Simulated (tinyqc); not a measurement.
Inside a calculation. Method: ROHF in the 6-31g basis, for H3, spin multiplicity 2. One step of it, computed by the program tinyqc.

Problem. Iteration 2: Roothaan effective Fock matrix. With projectors Pc = D(beta) S, Po = (D(alpha) - D(beta)) S, Pv = 1 - D(alpha) S, the block xy is Px^T F Py; with Fc = (F(alpha) + F(beta))/2, the blocks are Fc for cc, oo, vv and cv, F(beta) for co and F(alpha) for ov.

F(alpha) (hartree), lower triangle:
```
           1H 1s      1H 2s      2H 1s      2H 2s      3H 1s      3H 2s
1H 1s  -0.061289
1H 2s  -0.560136  -0.485521
2H 1s  -0.468685  -0.471331  -0.106253
2H 2s  -0.498160  -0.451974  -0.545043  -0.418431
3H 1s  -0.399081  -0.437608  -0.093573  -0.245092  -0.126390
3H 2s  -0.458021  -0.439114  -0.249098  -0.321906  -0.556972  -0.427169
```

F(beta) (hartree), lower triangle:
```
           1H 1s      1H 2s      2H 1s      2H 2s      3H 1s      3H 2s
1H 1s  -0.041863
1H 2s  -0.529218  -0.416720
2H 1s  -0.428097  -0.402211   0.178448
2H 2s  -0.465190  -0.385894  -0.364763  -0.282801
3H 1s  -0.366726  -0.338654  -0.199366  -0.270329   0.283148
3H 2s  -0.431003  -0.356104  -0.296588  -0.321626  -0.285957  -0.222114
```

D(alpha) after iteration 1, lower triangle:
```
          1H 1s     1H 2s      2H 1s      2H 2s     3H 1s     3H 2s
1H 1s  0.091891
1H 2s  0.091136  0.091248
2H 1s  0.071166  0.079140   0.140129
2H 2s  0.068848  0.084822   0.217614   0.369090
3H 1s  0.044912  0.033507  -0.074835  -0.178193  0.163293
3H 2s  0.032613  0.011765  -0.179161  -0.370614  0.279518  0.503101
```

D(beta) after iteration 1, lower triangle:
```
          1H 1s     1H 2s     2H 1s     2H 2s     3H 1s     3H 2s
1H 1s  0.091526
1H 2s  0.090213  0.088920
2H 1s  0.065320  0.064383  0.046617
2H 2s  0.057823  0.056994  0.041267  0.036531
3H 1s  0.051906  0.051162  0.037044  0.032793  0.029437
3H 2s  0.045860  0.045202  0.032729  0.028973  0.026008  0.022979
```

overlap S, lower triangle:
```
          1H 1s     1H 2s     2H 1s     2H 2s     3H 1s     3H 2s
1H 1s  1.000000
1H 2s  0.658292  1.000000
2H 1s  0.314796  0.445908  1.000000
2H 2s  0.445908  0.787423  0.658292  1.000000
3H 1s  0.257745  0.414370  0.048151  0.218168  1.000000
3H 2s  0.414370  0.752746  0.218168  0.507468  0.658292  1.000000
```

Give: effective F.

Solution.

effective F (hartree), lower triangle:
```
         1H 1s    1H 2s    2H 1s    2H 2s    3H 1s    3H 2s
1H 1s  -0.0523
1H 2s  -0.5447  -0.4505
2H 1s  -0.4573  -0.4440   0.0150
2H 2s  -0.4878  -0.4244  -0.4628  -0.3510
3H 1s  -0.3723  -0.3794  -0.1232  -0.2498   0.0530
3H 2s  -0.4367  -0.3898  -0.2738  -0.3296  -0.4182  -0.3028
```
